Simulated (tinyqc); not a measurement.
Six materials: three-level Kane formulas for mass and g factor.

1/m = 1 + (Ep/3)(2/Eg + 1/(Eg + Dso)), g = 2 - (2 Ep/3)(1/Eg - 1/(Eg + Dso)). The inputs are values chosen for the exercise.

Results:
```
case         Eg (eV)  Dso (eV)  Ep (eV)  m (m0)       g   Eg/Ep
A near InP     1.428     0.109     20.9  0.0654   1.308  0.0683
B near GaSb    0.823     0.759     27.5  0.0344  -8.688  0.0299
C near ZnSe    2.778     0.407     24.2  0.1071   1.258  0.1148
D near GaP     2.883     0.080     31.0  0.0858   1.806  0.0930
E near Ge      0.886     0.294     26.5  0.0352  -2.968  0.0334
F near GaAs    1.545     0.338     25.4  0.0608   0.033  0.0608
```

The mass follows the gap: m/(Eg/Ep) lies between 0.92 and 1.15, while m itself spans a factor of 3.1. The order by mass differs from the order by gap. g is negative for B and E; it needs Ep Dso > 3 Eg (Eg + Dso). Where g is small, two larger terms cancel: 5 % in Ep moves g by (2 - g)/20, and the levels left out move it by tenths. Remote bands, left out here, make real masses heavier, by up to a half in the wider-gap crystals. All rows are for the Gamma valley, which is not the lowest one in GaP and Ge.

Run: tinyqc, `OMP_NUM_THREADS=1 python tinyqc.py 1080220 1080221 out.jsonl`; Intel(R) Xeon(R) Processor @ 2.30GHz, one thread, shared host; about 0.01 s of CPU time with all checks.
